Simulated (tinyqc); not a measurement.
# Resistance of a source-drain extension with a graded tip, step by step

Computed by the program tinyqc: `OMP_NUM_THREADS=1 python tinyqc.py 2282273 2282274 out.jsonl`, one thread of a shared Intel Xeon 2.30GHz, about 0.03 s for the whole run. Printed values are rounded.

y runs along the channel, the gate covers y > 0. The doping is N0 for y < y0 and N0 10^(-(y - y0)/la) beyond, uniform over the depth xj. Sheet conductance s(y) = q mu(N) max(N - Nch, 0) xj + (for y > 0) ma Cox Vo, with mu(N) = u0 + (u1 - u0)/(1 + (N/Nr)^au) and Cox = eps0 eox/tox. Current is taken as one-dimensional; depletion of the tip, spreading and the contact are left out. The metallurgical junction lies at yj, where N = Nch.

Inputs (values chosen for the exercise); mobility law close to that of holes in silicon:
- eox = 3.9 (relative permittivity of the gate insulator (close to silicon dioxide))
- tox = 1.3 nm (insulator thickness)
- N0 = 3e20 cm^-3 (active doping of the extension far from the gate)
- la = 4.1 nm/decade (lateral abruptness)
- y0 = 2 nm (position under the gate where the fall begins (gate edge at 0))
- xj = 21 nm (depth of the extension)
- Nch = 1.1e18 cm^-3 (channel doping)
- Vo = 0.58 V (gate overdrive)
- ma = 56 cm^2/(V s) (mobility of the gate-induced layer)
- u1 = 470.5 cm^2/(V s) (mobility at low doping)
- u0 = 44.9 cm^2/(V s) (mobility at high doping)
- Nr = 2.23e17 cm^-3 (reference doping)
- au = 0.719 (exponent)
- Lg = 60 nm (gate length)

Constants: q = 1.602176634e-19 C, eps0 = 8.8541878128e-14 F/cm where lengths are in cm. Results are converted to the units shown.

## Sheet resistances and junction position

yj = y0 + la log10(N0/Nch); sheet resistance of the full extension 1/[q mu(N0)(N0 - Nch) xj] and of the gate-induced layer 1/(ma Cox Vo); metallurgical length Lg - 2 yj; ye is where the doped and the gate-induced conductances are equal.

yj = 11.9865 nm
sheet resistance of the extension = 210.304 ohm/square
sheet resistance of the induced layer = 11590.8 ohm/square
metallurgical length = 36.0270 nm
ye = 9.76070 nm
N at ye = 3.83944e18 cm^-3

The gate takes over 2.23 nm before the junction, where N is still 3.49 times the channel doping.

## Resistance of the overlapped part

Midpoint rule on 8 equal steps from 0 to yj: R_ov = sum h/s(y), per width.

```
point    y (nm)   N (cm^-3)  doped conductance (uS)  sheet resistance (ohm/square)
0      0.749155        3e20                 4755.01                        206.557
1       2.24747  2.61074e20                 4157.52                        235.638
2       3.74578  1.12544e20                 1863.30                        512.933
3       5.24409  4.85155e19                 855.031                        1062.35
4       6.74240  2.09141e19                 403.720                        2040.84
5       8.24071  9.01565e18                 193.685                        3571.93
6       9.73902  3.88647e18                 87.4035                        5757.76
7       11.2373  1.67538e18                 24.3475                        9039.74
```

R_ov = 33.604 ohm um

The exact integral is 33.981 ohm um; the coarse sum is 1.1 % below it.
